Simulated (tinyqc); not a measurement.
UHF in the 6-31g basis, for H3-, spin multiplicity 1, step by step (part 3 of 3). The basis has no diffuse functions, so it cannot describe the extra electron: this is an exercise in the method, not the real anion. Computed by tinyqc, a small Python program that keeps every step (integrals from PySCF). Command: `OMP_NUM_THREADS=1 python tinyqc.py 20807 20808 out.jsonl` (the two numbers bound the seeds that draw the settings). One thread of a shared host (Intel(R) Xeon(R) Processor @ 2.60GHz), about 0.2 s of CPU time with the checks.

Geometry (angstrom):
```
atom         x         y          z
H     0.000000  0.000000   0.000000
H     0.000000  0.000000   1.563000
H     0.000000  0.000000  -1.563000
```

## Iteration 11 (converged): orbitals

converged F(alpha) (hartree), order 1H 1s, 1H 2s, 2H 1s, 2H 2s, 3H 1s, 3H 2s:
```
[[0.472149, -0.164757, -0.162654, -0.196109, -0.121389, -0.145090],
 [-0.164757, -0.010243, -0.177959, -0.126696, -0.173639, -0.105609],
 [-0.162654, -0.177959, 0.564926, -0.121936, 0.017219, -0.011383],
 [-0.196109, -0.126696, -0.121936, 0.041461, -0.000374, -0.039275],
 [-0.121389, -0.173639, 0.017219, -0.000374, 0.367536, -0.258401],
 [-0.145090, -0.105609, -0.011383, -0.039275, -0.258401, -0.054323]]
```

converged F(beta) (hartree), order 1H 1s, 1H 2s, 2H 1s, 2H 2s, 3H 1s, 3H 2s:
```
[[0.472149, -0.164757, -0.121389, -0.145090, -0.162654, -0.196109],
 [-0.164757, -0.010243, -0.173639, -0.105609, -0.177959, -0.126696],
 [-0.121389, -0.173639, 0.367536, -0.258401, 0.017219, -0.000374],
 [-0.145090, -0.105609, -0.258401, -0.054323, -0.011383, -0.039275],
 [-0.162654, -0.177959, 0.017219, -0.011383, 0.564926, -0.121936],
 [-0.196109, -0.126696, -0.000374, -0.039275, -0.121936, 0.041461]]
```

X, order 1H 1s, 1H 2s, 2H 1s, 2H 2s, 3H 1s, 3H 2s:
```
[[1.270760, -0.551609, 0.022144, 0.054971, 0.022144, 0.054971],
 [-0.551609, 1.645169, 0.043704, -0.445472, 0.043704, -0.445472],
 [0.022144, 0.043704, 1.254949, -0.502218, -0.001697, -0.008537],
 [0.054971, -0.445472, -0.502218, 1.430801, -0.008537, 0.128716],
 [0.022144, 0.043704, -0.001697, -0.008537, 1.254949, -0.502218],
 [0.054971, -0.445472, -0.008537, 0.128716, -0.502218, 1.430801]]
```

Diagonalise F' = X^T F X, C = X C', fill 2 alpha and 2 beta electrons from the bottom; D(s) = C_occ C_occ^T. Each column has its largest component positive (the first on a tie).

F' = X^T F X (alpha) (hartree):
```
[[0.948567, -0.601374, -0.031638, -0.089171, -0.004950, -0.050155],
 [-0.601374, 0.549897, -0.095734, -0.194374, -0.077132, -0.154284],
 [-0.031638, -0.095734, 1.035108, -0.576936, 0.008127, 0.028093],
 [-0.089171, -0.194374, -0.576936, 0.465789, 0.031577, 0.030190],
 [-0.004950, -0.077132, 0.008127, 0.031577, 0.872599, -0.655661],
 [-0.050155, -0.154284, 0.028093, 0.030190, -0.655661, 0.398685]]
```

orbital energies (alpha) (hartree): [-0.193306, -0.041772, 0.389241, 1.331208, 1.387848, 1.397426]

coefficients C (alpha), order 1H 1s, 1H 2s, 2H 1s, 2H 2s, 3H 1s, 3H 2s:
```
[[0.197122, -0.096488, 0.228053, -0.129693, -1.291025, 0.377341],
 [0.332147, -0.271386, 0.959795, 0.507221, 1.420727, -0.175061],
 [0.099546, -0.172732, -0.138669, 0.250371, 0.344088, 1.260770],
 [0.221712, -0.491699, -0.815711, -0.347362, -0.637846, -1.016713],
 [0.214807, 0.210557, -0.094207, 1.286702, -0.189292, -0.197007],
 [0.426207, 0.604312, -0.532968, -1.267782, -0.187523, 0.210205]]
```

F' = X^T F X (beta) (hartree):
```
[[0.948567, -0.601374, -0.004950, -0.050155, -0.031638, -0.089171],
 [-0.601374, 0.549897, -0.077132, -0.154284, -0.095734, -0.194374],
 [-0.004950, -0.077132, 0.872599, -0.655661, 0.008127, 0.031577],
 [-0.050155, -0.154284, -0.655661, 0.398685, 0.028093, 0.030190],
 [-0.031638, -0.095734, 0.008127, 0.028093, 1.035108, -0.576936],
 [-0.089171, -0.194374, 0.031577, 0.030190, -0.576936, 0.465789]]
```

orbital energies (beta) (hartree): [-0.193306, -0.041772, 0.389241, 1.331208, 1.387848, 1.397426]

coefficients C (beta), order 1H 1s, 1H 2s, 2H 1s, 2H 2s, 3H 1s, 3H 2s:
```
[[0.197122, -0.096488, 0.228053, -0.129693, -1.291025, 0.377341],
 [0.332147, -0.271386, 0.959795, 0.507221, 1.420727, -0.175061],
 [0.214807, 0.210557, -0.094207, 1.286702, -0.189292, -0.197007],
 [0.426207, 0.604312, -0.532968, -1.267782, -0.187523, 0.210205],
 [0.099546, -0.172732, -0.138669, 0.250371, 0.344088, 1.260770],
 [0.221712, -0.491699, -0.815711, -0.347362, -0.637846, -1.016713]]
```

D(alpha) after iteration 11, order 1H 1s, 1H 2s, 2H 1s, 2H 2s, 3H 1s, 3H 2s:
```
[[0.048167, 0.091659, 0.036289, 0.091147, 0.022027, 0.025706],
 [0.091659, 0.183972, 0.079941, 0.207081, 0.014205, -0.022438],
 [0.036289, 0.079941, 0.039746, 0.107003, -0.014987, -0.061957],
 [0.091147, 0.207081, 0.107003, 0.290925, -0.055905, -0.202644],
 [0.022027, 0.014205, -0.014987, -0.055905, 0.090476, 0.218794],
 [0.025706, -0.022438, -0.061957, -0.202644, 0.218794, 0.546845]]
```

D(beta) after iteration 11, order 1H 1s, 1H 2s, 2H 1s, 2H 2s, 3H 1s, 3H 2s:
```
[[0.048167, 0.091659, 0.022027, 0.025706, 0.036289, 0.091147],
 [0.091659, 0.183972, 0.014205, -0.022438, 0.079941, 0.207081],
 [0.022027, 0.014205, 0.090476, 0.218794, -0.014987, -0.055905],
 [0.025706, -0.022438, 0.218794, 0.546845, -0.061957, -0.202644],
 [0.036289, 0.079941, -0.014987, -0.061957, 0.039746, 0.107003],
 [0.091147, 0.207081, -0.055905, -0.202644, 0.107003, 0.290925]]
```

## Convergence

Stop when the energy changes by less than 1e-09 hartree and every element of the error matrix X^T (F D S - S D F) X (for each spin) is below 9e-06.

Course of the cycle:
```
iteration  E (hartree)     change  largest element of the error matrix
1          -1.37541111          -                             1.53e-01
2          -1.49726029  -1.22e-01                             2.70e-02
3          -1.50213172  -4.87e-03                             1.10e-02
4          -1.50350283  -1.37e-03                             6.24e-03
5          -1.50494838  -1.45e-03                             2.18e-03
6          -1.50572145  -7.73e-04                             9.21e-04
7          -1.50590688  -1.85e-04                             1.76e-04
8          -1.50591511  -8.22e-06                             1.84e-05
9          -1.50591519  -8.33e-08                             3.55e-06
10         -1.50591519  -3.79e-09                             6.05e-07
11         -1.50591519  -1.15e-10                             4.90e-08
```

PySCF UHF in the same basis, after a stability check = -1.50591519 hartree

Converged in 11 iterations.

## Populations, bond orders and dipole

overlap S, order 1H 1s, 1H 2s, 2H 1s, 2H 2s, 3H 1s, 3H 2s:
```
[[1.000000, 0.658292, 0.043388, 0.209422, 0.043388, 0.209422],
 [0.658292, 1.000000, 0.209422, 0.494853, 0.209422, 0.494853],
 [0.043388, 0.209422, 1.000000, 0.658292, 0.000009, 0.006879],
 [0.209422, 0.494853, 0.658292, 1.000000, 0.006879, 0.059966],
 [0.043388, 0.209422, 0.000009, 0.006879, 1.000000, 0.658292],
 [0.209422, 0.494853, 0.006879, 0.059966, 0.658292, 1.000000]]
```

Mulliken: Z minus the diagonal of D S on the atom; Loewdin: the same with S^(1/2) D S^(1/2); Mayer order: 2 sum_s sum (D(s) S)_ij (D(s) S)_ji over the two atoms.

Charges (e):
```
atom   Mulliken    Loewdin  Mulliken spin
1H     0.018190   0.006803              0
2H    -0.509095  -0.503402      -0.312166
3H    -0.509095  -0.503402       0.312166
```

Mayer bond orders:
```
pair     order
2-1   0.494796
3-1   0.494796
3-2   0.129138
```

dipole moment about the origin, x y z (debye): [0.000000, 0.000000, 0.000000]

<S^2> of the determinant (pure state: 0) = 0.180227
